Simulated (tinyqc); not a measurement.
Two-valley model of the transferred-electron effect: one step, computed by the program tinyqc.

Both kinds of valley share one electron temperature T_e, and each has a constant mobility.

Task: First two iterations. Density-of-states ratio R = Z (m2/m1)^(3/2); n2/n1 = R exp(-dE/(k_B T_e)); mean mobility mu = (mu1 + mu2 n2/n1)/(1 + n2/n1); energy balance e mu F^2 = (3/2) k_B (T_e - T)/tau_E; v = mu F. Fixed point from T_e = T: T_out = T + (2/3) e mu(T_e) F^2 tau_E/k_B, T_new = T_e + mixing (T_out - T_e); stop when |T_out - T_e| is below 1e-6 K.

Inputs (values chosen for the exercise, modelled on CdTe):
```
quantity,value,unit
central-valley mass m1,0.094,m_0
satellite-valley mass m2,0.29,m_0
satellite valleys Z,4,-
valley separation dE,0.48,eV
central-valley mobility mu1,1000,cm^2/(V s)
satellite-valley mobility mu2,78,cm^2/(V s)
energy relaxation time tau_E,0.59,ps
lattice temperature T,300,K
electric field F,13,kV/cm
mixing,0.05,-
```

Solver: damped fixed point.

Constants: k_B = 8.617333262e-05 eV/K.

Give: T_out of iteration 1; T_e after iteration 1; mu at that T_e; T_e after iteration 2.

Result:

T_out of iteration 1 = 1071 K

T_e after iteration 1 = 338.6 K

mu at that T_e = 1000.0 cm^2/(V s)

T_e after iteration 2 = 375.2 K
